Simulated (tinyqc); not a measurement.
Deep level with several charge states, and Shockley-Read-Hall recombination: one step. Charge states at a trial Fermi level. Three cases, with inputs chosen for the exercise.

Task: Form the exponents, the shares, the mean charge and the residual of neutrality at EF = E_try.

Energies from Ev. The defect has charge states 0, -1, -2 with weights 1, gm exp((EF - E1)/kT), exp((2 EF - E1 - E2)/kT); the shares are the weights over their sum. Boltzmann carriers: n = Nc exp((EF - Eg)/kT), p = Nv exp(-EF/kT). Neutrality: p - n + Nd + Nt <q> = 0.

Constants: kB = 8.617333262e-05 eV/K.

Give: exponents of the second and third weights; shares; <q>; n, p; residual.

Case 1.

Values chosen (gap and densities of states near those of InP at this temperature; not measured data): Eg = 1.351 eV (gap); Nc = 5.69e+17 1/cm^3 (conduction-band density of states); Nv = 1.24e+19 1/cm^3 (valence-band density of states); T = 300 K; E1 = 0.45 eV (level (0/-1) above Ev); E2 = 0.948 eV (level (-1/-2) above Ev); gm = 2 (degeneracy of the middle state, the others 1); Nt = 1.8e+16 1/cm^3 (defects); Nd = 3.8e+16 1/cm^3 (ionised shallow donors minus acceptors); E_try = 0.78 eV (trial Fermi level).

Result:

exponents of the second and third weights: 12.765  6.266

shares: 0 0.0000, -1 0.9992, -2 0.0008

<q> = -1.0008

n, p (1/cm^3): 1.45e+08  9.77e+05

residual = 2.00e+16 1/cm^3

The residual is positive, so EF must rise.

Case 2.

Values chosen (gap and densities of states near those of GaN at this temperature; not measured data): Eg = 3.341 eV (gap); Nc = 3.64e+18 1/cm^3 (conduction-band density of states); Nv = 7.41e+19 1/cm^3 (valence-band density of states); T = 400 K; E1 = 1.448 eV (level (0/-1) above Ev); E2 = 2.229 eV (level (-1/-2) above Ev); gm = 2 (degeneracy of the middle state, the others 1); Nt = 1.9e+13 1/cm^3 (defects); Nd = 1.3e+14 1/cm^3 (ionised shallow donors minus acceptors); E_try = 0.845 eV (trial Fermi level).

Result:

exponents of the second and third weights: -17.494  -57.645

shares: 0 1.0000, -1 0.0000, -2 0.0000

<q> = 0.0000

n, p (1/cm^3): 1.30e-13  1.67e+09

residual = 1.30e+14 1/cm^3

The residual is positive, so EF must rise.

Case 3.

Values chosen (gap and densities of states near those of SiC at this temperature; not measured data): Eg = 3.241 eV (gap); Nc = 3.18e+19 1/cm^3 (conduction-band density of states); Nv = 5.57e+19 1/cm^3 (valence-band density of states); T = 450 K; E1 = 1.497 eV (level (0/-1) above Ev); E2 = 2.467 eV (level (-1/-2) above Ev); gm = 2 (degeneracy of the middle state, the others 1); Nt = 5.8e+15 1/cm^3 (defects); Nd = -7.5e+15 1/cm^3 (ionised shallow donors minus acceptors); E_try = 0.876 eV (trial Fermi level).

Result:

exponents of the second and third weights: -16.014  -57.043

shares: 0 1.0000, -1 0.0000, -2 0.0000

<q> = 0.0000

n, p (1/cm^3): 1.04e-07  8.61e+09

residual = -7.50e+15 1/cm^3

The residual is negative, so EF must fall.

Computed by tinyqc, one run a case: `OMP_NUM_THREADS=1 python tinyqc.py N N+1 out.jsonl` with N = 1650423, 1650424, 1650429; one thread of a shared Intel(R) Xeon(R) Processor @ 2.30GHz, about 0.01 s a run at most.
